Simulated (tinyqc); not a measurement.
# Worked calculation: isotype n-N heterojunction, non-linear Poisson equation by Newton steps, Boltzmann statistics

Computed by the program tinyqc: `OMP_NUM_THREADS=1 python tinyqc.py 2040017 2040018 out.jsonl`, one thread of a shared Intel Xeon 2.30GHz, about 0.01 s for the whole run. Printed values are rounded.

One dimension, material 1 (n-type) at x < 0 and material 2 (n-type) at x > 0. Band edges: Ec = -psi in material 1 and -psi + dEc in material 2, Ev = Ec - Eg. Equilibrium, Fermi level at 0. n = Nc F((EFn - Ec)/Vt), p = Nv F((Ev - EFp)/Vt), with F(eta) = exp(eta) (Boltzmann statistics); full ionisation, no interface charge, classical densities; the doping types are chosen for the exercise.

Inputs (values chosen for the exercise); band and dielectric values close to those of CdTe and CdS:

| symbol | value | unit | meaning |
|---|---|---|---|
| T | 400 | K | temperature |
| Eg1 | 1.47 | eV | band gap of material 1 |
| er1 | 10.1 |  | relative permittivity of material 1 |
| Nc1 | 1.25e18 | cm^-3 | conduction-band density of states of material 1 |
| Nv1 | 2.74e19 | cm^-3 | valence-band density of states of material 1 |
| Eg2 | 2.39 | eV | band gap of material 2 |
| er2 | 9.01 |  | relative permittivity of material 2 |
| Nc2 | 3.37e18 | cm^-3 | conduction-band density of states of material 2 |
| Nv2 | 2.74e19 | cm^-3 | valence-band density of states of material 2 |
| dEc | -0.1 | eV | conduction-band offset Ec2 - Ec1 |
| N1 | 1.1e17 | cm^-3 | donor density of material 1 |
| N2 | 1.5e17 | cm^-3 | donor density of material 2 |
| V | 0 | V | bias of side 1 against side 2 |

Constants: q = 1.602176634e-19 C, kB = 1.380649e-23 J/K, Vt = kB T/q, eps0 = 8.8541878128e-14 F/cm where lengths are in cm. Results are converted to the units shown.

## Offsets and end potentials

dEv = Ev1 - Ev2 = Eg2 - Eg1 - dEc. Neutrality of the majority carriers far from the junction: Nc1 F(psi_L/Vt) = N1 and Nc2 F((V + psi_R - dEc)/Vt) = N2. Total bending psi_R - psi_L.

dEv = 1.02 eV
psi_L = -0.0837749 V
psi_R = -0.207270 V
psi_R - psi_L = -0.123495 V

The alignment is staggered (type II): dEc and dEv have opposite signs.

## Permittivity of the intervals

x, node 0 to 9 (nm): -136  -84  -48.2  -23.3  -6  6  21.5  41.4  67  100

er1 or er2; the interface lies midway in its interval, which gets the series value 2 er1 er2/(er1 + er2).

eps_r, interval 0 to 8: 10.1  10.1  10.1  10.1  9.52391  9.01  9.01  9.01  9.01

## Couplings between neighbouring nodes

a_i = eps0 eps_r/h_i for the interval from node i to i + 1, with h_i = x_(i+1) - x_i in cm.

coupling a_i, interval 0 to 8 (F/cm^2): 1.71976e-7  2.49797e-7  3.59146e-7  5.16921e-7  7.02721e-7  5.14685e-7  4.00886e-7  3.11626e-7  2.41746e-7

## Starting potential

material, node 0 to 9: 1  1  1  1  1  2  2  2  2  2

A straight line in x from psi_L to psi_R.

psi at the start, node 0 to 9 (V): -0.083775  -0.110986  -0.129719  -0.142749  -0.151802  -0.158081  -0.166192  -0.176605  -0.190001  -0.207270

## Iteration 1: densities, residual and Jacobian diagonal

n_i = Nc F(a_n), a_n = (V - Ec_i)/Vt; p_i = Nv F(a_p), a_p = (Ec_i - Eg)/Vt; rho_i = p_i - n_i + C_i with C = +N1 or +N2; g_i = (n_i + p_i)/Vt. Box widths w_i = (h_(i-1) + h_i)/2 in cm. Residual F_i = a_i (psi_(i+1) - psi_i) - a_(i-1) (psi_i - psi_(i-1)) + q rho_i w_i; Jacobian: a_(i-1) and a_i beside the diagonal, b_i = -a_(i-1) - a_i - q g_i w_i on it. The two end nodes are fixed.

```
node	n (cm^-3)	p (cm^-3)
0	1.1e17	93.7741
1	4.99520e16	206.501
2	2.90082e16	355.595
3	1.98771e16	518.947
4	1.52860e16	674.812
5	6.24943e17	1.13990e-10
6	4.93910e17	1.44231e-10
7	3.65128e17	1.95101e-10
8	2.47550e17	2.87768e-10
9	1.5e17	4.74914e-10
```

```
node	residual F (C/cm^2)	diagonal b (F/cm^2)
1	4.22351e-8	-1.44106e-6
2	3.93831e-8	-1.01816e-6
3	3.04669e-8	-1.07101e-6
4	2.24981e-8	-1.32373e-6
5	-1.04391e-7	-5.21152e-6
6	-9.75278e-8	-4.97905e-6
7	-7.84132e-8	-4.57355e-6
8	-4.57936e-8	-3.92475e-6
```

## Iteration 1: Newton step

Solve the tridiagonal system a_(i-1) d_(i-1) + b_i d_i + a_i d_(i+1) = -F_i for nodes 1 to 8, with d = 0 on fixed nodes. Each component d is damped to sign(d) Vt ln(1 + |d|/Vt) before it is added.

Newton step d, before damping, node 1 to 8 (V): 0.0420881  0.0737247  0.0700748  0.0350271  -0.0175814  -0.0230206  -0.0200663  -0.0132612
psi after iteration 1, node 0 to 9 (V): -0.083775  -0.083480  -0.090291  -0.104504  -0.127632  -0.172288  -0.183824  -0.192419  -0.201221  -0.207270

## Iteration 2: densities, residual and Jacobian diagonal

As before.

```
node	n (cm^-3)	p (cm^-3)
0	1.1e17	93.7741
1	1.10945e17	92.9755
2	9.10523e16	113.288
3	6.02865e16	171.102
4	3.08193e16	334.698
5	4.13854e17	1.72131e-10
6	2.96134e17	2.40557e-10
7	2.30780e17	3.08680e-10
8	1.78772e17	3.98480e-10
9	1.5e17	4.74914e-10
```

```
node	residual F (C/cm^2)	diagonal b (F/cm^2)
1	-2.41669e-9	-2.68563e-6
2	5.81053e-9	-1.89342e-6
3	9.95525e-9	-1.46733e-6
4	-8.40199e-10	-1.42951e-6
5	-3.26840e-8	-3.86241e-6
6	-3.89492e-8	-3.35192e-6
7	-2.87412e-8	-3.15289e-6
8	-1.22260e-8	-2.98807e-6
```

## Iteration 2: Newton step

As before.

Newton step d, before damping, node 1 to 8 (V): -0.0005055  0.0042400  0.0065261  -0.0036797  -0.0110903  -0.0146992  -0.0115078  -0.0052918
psi after iteration 2, node 0 to 9 (V): -0.083775  -0.083982  -0.086292  -0.098527  -0.131128  -0.181903  -0.196067  -0.202349  -0.206144  -0.207270

## Course of the Newton iteration

Stop when the largest undamped |d| is below 1e-9 V, or after 80 iterations.

Course of the iteration:
```
iteration	largest |F| (C/cm^2)	largest |d| (V)	at node
1	1.04e-7	0.0737	2
2	3.89e-8	0.0147	6
3	1.16e-8	5.69e-3	6
4	1.60e-9	8.27e-4	6
5	3.52e-11	1.71e-5	6
6	1.56e-14	7.17e-9	6
7	< 1e-19	< 1e-14	6
```

Converged in 7 iterations. Once the step is below 0.1 Vt, 3 more iteration(s) reach the threshold: near the solution the error is roughly squared each time.

## Band edges, densities and displacement

converged psi, node 0 to 9 (V): -0.083775  -0.084018  -0.086366  -0.098784  -0.132806  -0.185715  -0.202170  -0.206374  -0.207162  -0.207270

Ec, Ev, n and p as defined; D = a_k (psi_(k+1) - psi_k) on the interval that holds the interface.

```
node	Ec (eV)	Ev (eV)	n (cm^-3)	p (cm^-3)
0	0.083775	-1.38623	1.1e17	93.7741
1	0.084018	-1.38598	1.09226e17	94.4388
2	0.086366	-1.38363	1.02034e17	101.095
3	0.098784	-1.37122	7.11692e16	144.938
4	0.132806	-1.33719	2.65234e16	388.907
5	0.085715	-2.30429	2.80329e17	2.54119e-10
6	0.102170	-2.28783	1.73920e17	4.09596e-10
7	0.106374	-2.28363	1.53950e17	4.62729e-10
8	0.107162	-2.28284	1.50468e17	4.73436e-10
9	0.107270	-2.28273	1.5e17	4.74914e-10
```

D = -37.1804 nC/cm^2

## Check against the first integral

Exact first integral: on each side D^2/(2 eps0 er) = G, G = q [Vt (nI_j - nI_b) + Vt (pI_j - pI_b) - C (psi_j - psi_b)], with C = +N1 or +N2, b the neutral end of that side, and nI, pI the densities themselves. D is continuous, so er1 G1(psi_j) = er2 G2(psi_j) fixes psi_j. Ends from Nc1 F(psi_L/Vt) = N1 and Nc2 F((V + psi_R - dEc)/Vt) = N2. D is counted positive when psi rises towards material 2.

psi_j = -0.164884 V
D = -39.6665 nC/cm^2
psi_j - psi_L = -0.0811087 V
psi_R - psi_j = -0.0423861 V
Ec1 - EFn at the interface = 0.164884 eV
Ec2 - EFn at the interface = 0.0648836 eV

Material 1 takes 65.7 % of the bending. The 10-node mesh gave D = -37.18 nC/cm^2, 6.3 % below the exact value in size.
